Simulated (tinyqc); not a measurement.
Deep level with several charge states, and Shockley-Read-Hall recombination: one step. Charge states at a trial Fermi level. Two cases, with inputs chosen for the exercise.

Task: Form the exponents, the shares, the mean charge and the residual of neutrality at EF = E_try.

Energies from Ev. The defect has charge states 0, -1, -2 with weights 1, gm exp((EF - E1)/kT), exp((2 EF - E1 - E2)/kT); the shares are the weights over their sum. Boltzmann carriers: n = Nc exp((EF - Eg)/kT), p = Nv exp(-EF/kT). Neutrality: p - n + Nd + Nt <q> = 0.

Constants: kB = 8.617333262e-05 eV/K.

Give: exponents of the second and third weights; shares; <q>; n, p; residual.

Case 1.

Values chosen (gap and densities of states near those of Si at this temperature; the results hold for these values, not for the real material):
- Eg = 1.128 eV (gap)
- Nc = 2.7e+19 1/cm^3 (conduction-band density of states)
- Nv = 1.12e+19 1/cm^3 (valence-band density of states)
- T = 300 K
- E1 = 0.552 eV (level (0/-1) above Ev)
- E2 = 0.73 eV (level (-1/-2) above Ev)
- gm = 2 (degeneracy of the middle state, the others 1)
- Nt = 1.3e+13 1/cm^3 (defects)
- Nd = -2e+12 1/cm^3 (ionised shallow donors minus acceptors)
- E_try = 0.215 eV (trial Fermi level)

Result:

exponents of the second and third weights: [-13.036, -32.957]

shares: 0 1.0000, -1 0.0000, -2 0.0000

<q> = 0.0000

n, p (1/cm^3): [1.24e+04, 2.74e+15]

residual = 2.74e+15 1/cm^3

The residual is positive, so EF must rise.

Case 2.

Values chosen (gap and densities of states near those of Si at this temperature; the results hold for these values, not for the real material):
- Eg = 1.131 eV (gap)
- Nc = 3.64e+19 1/cm^3 (conduction-band density of states)
- Nv = 1.34e+19 1/cm^3 (valence-band density of states)
- T = 350 K
- E1 = 0.363 eV (level (0/-1) above Ev)
- E2 = 0.89 eV (level (-1/-2) above Ev)
- gm = 2 (degeneracy of the middle state, the others 1)
- Nt = 1.3e+16 1/cm^3 (defects)
- Nd = -3.1e+17 1/cm^3 (ionised shallow donors minus acceptors)
- E_try = 0.305 eV (trial Fermi level)

Result:

exponents of the second and third weights: [-1.923, -21.319]

shares: 0 0.7738, -1 0.2262, -2 0.0000

<q> = -0.2262

n, p (1/cm^3): [4.65e+07, 5.44e+14]

residual = -3.12e+17 1/cm^3

The residual is negative, so EF must fall.

Computed by tinyqc, one run a case: `OMP_NUM_THREADS=1 python tinyqc.py N N+1 out.jsonl` with N = 1651066, 1651519; one thread of a shared Intel(R) Xeon(R) Processor @ 2.30GHz, about 0.01 s a run at most.
